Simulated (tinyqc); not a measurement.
# MOSFET in the linear regime without short-channel effects, parameter extraction from computed curves: effects of single changes

Inversion charge Q = Cox n Vt W0(exp((Vg - VT)/(n Vt))), W0 the Lambert function and n = nf; u = Q/Cox; mobility mu = mu0/(1 + th1 u + th2 u^2); channel resistance Rch = (L - dL)/(W mu Q); Id = Vd/(Rch + Rsd/W). Cox = eps0 eox/tox. Small Vd, no channel-length or drain effects.

Parameters, values chosen for the exercise; channel values of the order met in silicon transistors: temperature T = 77 K; relative permittivity of the gate insulator (close to silicon dioxide) eox = 3.9; insulator thickness tox = 5.3 nm; low-field mobility mu0 = 300 cm^2/(V s); first mobility attenuation factor th1 = 0.53 1/V; second mobility attenuation factor th2 = 0.15 1/V^2; threshold voltage VT = 0.68 V; body factor nf = 1.39; gate width W = 1 um; drawn gate length L = 0.88 um; drawn less effective length dL = 0.005 um; source plus drain resistance Rsd = 170 ohm um; drain voltage Vd = 0.02 V.

Constants: q = 1.602176634e-19 C, kB = 1.380649e-23 J/K, Vt = kB T/q, eps0 = 8.8541878128e-14 F/cm where lengths are in cm. Results are converted to the units shown.

Each table varies one quantity; the others keep the values above.

## Extraction methods against the source plus drain resistance

From the continuous curve Id(Vg): tangent at peak gm (V_ext = Vg - Id/gm); constant current Id = 0.1 uA W/L; peak of d2Id/dVg2; Y = Id/sqrt(gm) drawn through Vg = VT + 0.6 and VT + 0.8 V, with intercept VT_Y and slope s. Mobilities gm,max L/(W Cox Vd) and s^2 L/(W Cox Vd) with the drawn L. Last column: share of Rsd/W in the total resistance at VT + 0.8 V.

Extraction methods against the source plus drain resistance:
columns A: Rsd (ohm um); B: V_ext (V); C: constant current (V); D: second derivative (V); E: VT_Y (V); F: mobility from gm (cm^2/(V s)); G: mobility from Y (cm^2/(V s)); H: series share (%)
```
A         B      C      D      E    F    G      H
0     0.687  0.715  0.678  0.749  248  361      0
50    0.687  0.715  0.678  0.749  248  361  0.566
100   0.687  0.715  0.678  0.749  248  361   1.13
200   0.686  0.715  0.678  0.749  247  361   2.23
400   0.686  0.715  0.678  0.749  245  361   4.36
800   0.685  0.715  0.678  0.749  242  361   8.35
1500  0.685  0.716  0.677  0.749  237  361   14.6
```

The model has VT = 0.68 V and mu0 = 300 cm^2/(V s). Over the table the extracted thresholds move by 2.3 mV (tangent), under 0.5 mV (constant current), under 0.5 mV (second derivative), under 0.5 mV (Y function). The mobility from gm falls from 248 to 237 and that from Y stays near 361 cm^2/(V s). Y cancels the series resistance, which multiplies Id and sqrt(gm) by the same factor.

## Extraction methods against the body factor

Same model as above.

Extraction methods against the body factor:
columns A: nf; B: V_ext (V); C: constant current (V); D: second derivative (V); E: VT_Y (V); F: mobility from gm (cm^2/(V s)); G: mobility from Y (cm^2/(V s)); H: series share (%)
```
A        B      C      D      E    F    G     H
1    0.686  0.715  0.678  0.745  254  365  1.91
1.1  0.686  0.715  0.678  0.746  252  364  1.91
1.2  0.686  0.715  0.678  0.747  250  363  1.91
1.3  0.686  0.715  0.678  0.748  249  362  1.90
1.4  0.687  0.715  0.678  0.749  247  360  1.90
1.5  0.687  0.715  0.677  0.750  245  359  1.90
1.6  0.687  0.715  0.677  0.750  243  358  1.89
1.7  0.687  0.715  0.677  0.751  242  357  1.89
```

The model has VT = 0.68 V and mu0 = 300 cm^2/(V s). Over the table the extracted thresholds move by 0.88 mV (tangent), under 0.5 mV (constant current), 1.0 mV (second derivative), 5.7 mV (Y function). The mobility from gm falls from 254 to 242 and that from Y falls from 365 to 357 cm^2/(V s).

Numbers from tinyqc (`OMP_NUM_THREADS=1 python tinyqc.py 2210114 2210115 out.jsonl`; about 0.01 s on one thread of a shared Intel Xeon 2.30GHz).
